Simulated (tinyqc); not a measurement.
Inputs raised by 10 %, one at a time: a particle near a wafer in liquid: double-layer and van der Waals forces (DLVO), deposition barrier and removal. Computed by tinyqc, a small Python program. Command: `OMP_NUM_THREADS=1 python tinyqc.py 3111523 3111524 out.jsonl dlvo sens`. One thread of a shared host (Intel(R) Xeon(R) Processor @ 2.30GHz), about 0.01 s of CPU time with the checks.

Sphere and flat wall, Derjaguin approximation, constant potentials in the linear-superposition form, no retardation and no hydration force.

Inputs (values chosen for the exercise, of the order of those for silicon nitride on silicon in water):

| quantity | value | unit |
|---|---|---|
| particle radius R | 10 | nm |
| Hamaker constant A | 3.1e-20 | J |
| potential of the particle psi_1 | -48 | mV |
| potential of the wafer psi_2 | -56 | mV |
| salt concentration c | 0.0081 | mol/L |
| valence z of the symmetric salt | 2 | - |
| temperature T | 298 | K |
| dielectric constant of the liquid | 78.4 | - |
| contact distance h0 | 0.4 | nm |
| contact radius over R | 0.17 | - |
| viscosity | 0.98 | mPa s |

Constants: e = 1.602176634e-19 C; N_A = 6.02214076e+23 1/mol; eps_0 = 8.8541878128e-12 F/m; k_B = 1.380649e-23 J/K; k_B = 8.617333262e-05 eV/K.

Method:
- kappa^2 = 2 z^2 e^2 N_A (1000 c)/(eps eps_0 k_B T); gamma_i = tanh(z e psi_i/(4 k_B T)); Z = 64 pi eps eps_0 (k_B T/(z e))^2 gamma_1 gamma_2.
- U(h) = Z R exp(-kappa h) - A R/(6 h); F(h) = -dU/dh = kappa Z R exp(-kappa h) - A R/(6 h^2), positive for repulsion.
- F = 0 reads x^2 exp(-x) = y with x = kappa h and y = A kappa/(6 Z); the left side peaks at x = 2 with 4/e^2 = 0.5413, so roots exist for smaller y: x < 2 is the barrier, x > 2 the secondary minimum.
- The barrier height is zero when U = 0 and F = 0 together: kappa h = 1 and kappa = 6 Z/(e A), e = 2.718282 here; c follows from kappa^2, with the potentials held fixed.
- Adhesion F_a = A R/(6 h0^2) [1 + a^2/(R h0)] - kappa Z R exp(-kappa h0), a the contact radius. Drag in a shear flow F_d = 1.7 x 6 pi mu R^2 G, acting at 1.4 R; rolling starts when 1.4 R F_d = a F_a. Wall shear stress = mu G.

Runs:

| input moved | from | to | barrier height (k_B T) | critical concentration (mol/L) | net adhesion F_a (pN) | energy at the secondary minimum (k_B T) |
|---|---|---|---|---|---|---|
| base run | - | - | 5.613 | 0.02114 | 493.4 | -1.290 |
| Hamaker constant A (J) | 3.1e-20 | 3.41e-20 | 4.535 | 0.01747 | 549.1 | -1.459 |
| potential of the particle psi_1 (mV) | -48 | -52.8 | 6.551 | 0.02354 | 490.0 | -1.270 |
| potential of the wafer psi_2 (mV) | -56 | -61.6 | 6.389 | 0.02312 | 490.6 | -1.274 |
| salt concentration c (mol/L) | 0.0081 | 0.00891 | 5.077 | 0.02114 | 491.1 | -1.372 |
| temperature T (K) | 298 | 327.8 | 6.935 | 0.02737 | 490.5 | -1.079 |
| contact distance h0 (nm) | 0.4 | 0.44 | 5.613 | 0.02114 | 380.8 | -1.290 |
| contact radius over R | 0.17 | 0.187 | 5.613 | 0.02114 | 542.4 | -1.290 |

Exponents ln(y'/y) / ln(x'/x):

| input | barrier height | critical concentration | net adhesion F_a | energy at the secondary minimum |
|---|---|---|---|---|
| Hamaker constant A | -2.236 | -2.000 | 1.121 | 1.295 |
| potential of the particle psi_1 | 1.621 | 1.126 | -0.074 | -0.160 |
| potential of the wafer psi_2 | 1.359 | 0.939 | -0.061 | -0.133 |
| salt concentration c | -1.052 | 0.000 | -0.049 | 0.646 |
| temperature T | 2.219 | 2.710 | -0.061 | -1.877 |
| contact distance h0 | 0.000 | 0.000 | -2.718 | 0.000 |
| contact radius over R | 0.000 | 0.000 | 0.993 | 0.000 |

To which inputs is each result most sensitive?

Among the inputs moved here: barrier height answers most in size to Hamaker constant A (exponent -2.236), and about equally to temperature T (+2.219); its exponent is below 0.0005 for contact distance h0, contact radius over R. critical concentration answers most in size to temperature T (exponent +2.710), next to Hamaker constant A (-2.000); its exponent is below 0.0005 for salt concentration c, contact distance h0, contact radius over R. Its exponent -2.000 in Hamaker constant A: critical kappa goes as 1/A. net adhesion F_a answers most in size to contact distance h0 (exponent -2.718), next to Hamaker constant A (+1.121). Energy at the secondary minimum answers most in size to temperature T (exponent -1.877), next to Hamaker constant A (+1.295); its exponent is below 0.0005 for contact distance h0, contact radius over R.

Extremes, crossings and ranges named in words are read from the listed rows.
